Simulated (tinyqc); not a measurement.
Ellipsoidal valleys in the axes of a wafer and a channel, step by step. Values are carried at full precision from step to step, so a last printed digit may differ when a step is redone from the rounded ones.

Valleys with axes a along x, y and z, two valleys each; inverse mass tensor w = 1/mt + (1/ml - 1/mt) a a. Device axes: z = nz/|nz|, x = nx/|nx|, y = z cross x; in them a = (ax, ay, az). Confinement mass mz = 1/w_zz. In the plane w_ij is replaced by u_ij = w_ij - w_iz w_jz/w_zz (i, j = x, y); density-of-states mass md = 1/sqrt(det u); conductivity mass along x mc = 1/u_xx; ballistic transport mass mx = u_yy/det u, width mass my = 1/u_yy.

Constants: hbar^2/2m0 = 3.80998211 eV angstrom^2; kB = 8.617333262e-05 eV/K.

Parameters, chosen for this exercise (near those of the Delta valleys of Si; shifted at random, so the results belong to these values and not to a real crystal): ml = 0.951 m0 (longitudinal mass); mt = 0.193 m0 (transverse mass); nz = (1, 1, 3) (surface normal (confinement)); nx = (1, -1, 0) (channel direction); t = 5.5 nm (thickness of the film); T = 400 K (temperature).

## Device axes and valley axes

Give the rows x, y, z in cubic components and each valley axis in device components.

device axes:
```
    [100]    [010]    [001]
x  0.7071  -0.7071   0.0000
y  0.6396   0.6396  -0.4264
z  0.3015   0.3015   0.9045
```

valley axes:
```
        ax       ay      az
x   0.7071   0.6396  0.3015
y  -0.7071   0.6396  0.3015
z   0.0000  -0.4264  0.9045
```

## Tensors of the valley x

Form w and the reduced tensor u.

w (1/m0):
```
         x        y        z
x   3.1164  -1.8678  -0.8805
y  -1.8678   3.4919  -0.7964
z  -0.8805  -0.7964   4.8059
```

u (1/m0):
```
         x        y
x   2.9551  -2.0137
y  -2.0137   3.3599
```

The axis is tilted against the normal, so w_xz or w_yz is not zero and the reduction changes the masses in the plane.

## Masses of all valleys

Give mz, md, mc, mx and my.

Masses (m0):

| valley | mz | md | mc | mx | my |
|---|---|---|---|---|---|
| x | 0.2081 | 0.4126 | 0.3384 | 0.5720 | 0.2976 |
| y | 0.2081 | 0.4126 | 0.3384 | 0.5720 | 0.2976 |
| z | 0.5548 | 0.2527 | 0.1930 | 0.1930 | 0.3308 |

mz md^2 = ml mt^2 = 0.03542 for every valley, so a heavy confinement mass comes with a small density of states. The heaviest mz is 0.555, for z.

## Subbands and shares in a film

Hard walls: E_n = c (n pi/t)^2/mz, c = hbar^2/2m0, n = 1, 2, 3. Non-degenerate share of a valley proportional to md sum_n exp(-E_n/kT); mean 1/mc = sum of share/mc. 1 nm = 10 angstrom.

Give the ladders, the shares and the mean conductivity mass.

Subbands:

| valley | E1 (meV) | E2 (meV) | E3 (meV) | share |
|---|---|---|---|---|
| x | 59.7 | 239.0 | 537.7 | 0.246 |
| y | 59.7 | 239.0 | 537.7 | 0.246 |
| z | 22.4 | 89.6 | 201.6 | 0.508 |

mean mc = 0.2447 m0

The lowest ladder (z) holds 51 % of the electrons in these valleys, the next starts 37 meV higher.

## Checks

- mz md^2 against ml mt^2: they agree to 1e-10 or better.
- mx my against md^2: they agree to 1e-10 or better.

Program tinyqc; command `OMP_NUM_THREADS=1 python tinyqc.py 1880733 1880734 out.jsonl`; about 0.01 s on one thread of a shared Intel(R) Xeon(R) Processor @ 2.30GHz.
